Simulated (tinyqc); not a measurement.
Band offset of a heterojunction with an interface dipole (two-band chains, self-consistent charge): one step. Levels and site charges. Two cases, with inputs chosen for the exercise.

Question. Diagonalise, fill the lower half with two electrons each, and sum the electrons on the left (L) less one a site.

Case 1.

H (eV), lower triangle:
```
           AL1        CL1        AL2        CL2        AL3        CL3        AR1        CR1        AR2        CR2
AL1  -1.620000
CL1  -2.190000   1.620000
AL2          0  -2.190000  -1.620000
CL2          0          0  -2.190000   1.620000
AL3          0          0          0  -2.190000  -1.620000
CL3          0          0          0          0  -2.190000   1.620000
AR1          0          0          0          0          0  -2.124006  -5.115000
CR1          0          0          0          0          0          0  -2.060000   3.595000
AR2          0          0          0          0          0          0          0  -2.060000  -5.115000
CR2          0          0          0          0          0          0          0          0  -2.060000   3.595000
AR3          0          0          0          0          0          0          0          0          0  -2.060000
CR3   2.124006          0          0          0          0          0          0          0          0          0

           AR3       CR3
AR3  -5.115000
CR3  -2.060000  3.595000
```

Case 2.

H (eV), lower triangle:
```
           AL1        CL1        AL2        CL2        AR1        CR1        AR2       CR2
AL1  -1.655000
CL1  -2.190000   1.655000
AL2          0  -2.190000  -1.655000
CL2          0          0  -2.190000   1.655000
AR1          0          0          0  -2.358516  -5.465000
CR1          0          0          0          0  -2.540000   3.985000
AR2          0          0          0          0          0  -2.540000  -5.465000
CR2   2.358516          0          0          0          0          0  -2.540000  3.985000
```

Give: levels; electrons on the sites; q.

Answer.

Case 1.

levels (eV): -6.6114  -6.1449  -5.4783  -4.2503  -3.2229  -2.1141  2.0266  3.0380  4.0662  4.1107  4.8160  5.2044

electrons on the sites: AL1 1.6134, CL1 0.4517, AL2 1.5542, CL2 0.4402, AL3 1.5389, CL3 0.3563, AR1 1.8221, CR1 0.1534, AR2 1.8466, CR2 0.1544, AR3 1.8497, CR3 0.2192

q = -0.0453 electrons

Case 2.

levels (eV): -7.2710  -6.2646  -3.8851  -2.4674  2.3498  3.6622  5.0257  5.8906

electrons on the sites: AL1 1.6121, CL1 0.4367, AL2 1.5507, CL2 0.3577, AR1 1.7974, CR1 0.1880, AR2 1.8167, CR2 0.2406

q = -0.0428 electrons

Electrons move to the right, the side whose mid-gap lies lower.

Computed by tinyqc, one run a case: `OMP_NUM_THREADS=1 python tinyqc.py N N+1 out.jsonl` with N = 1452829, 1452894; one thread of a shared Intel(R) Xeon(R) Processor @ 2.30GHz, about 0.4 s a run at most.
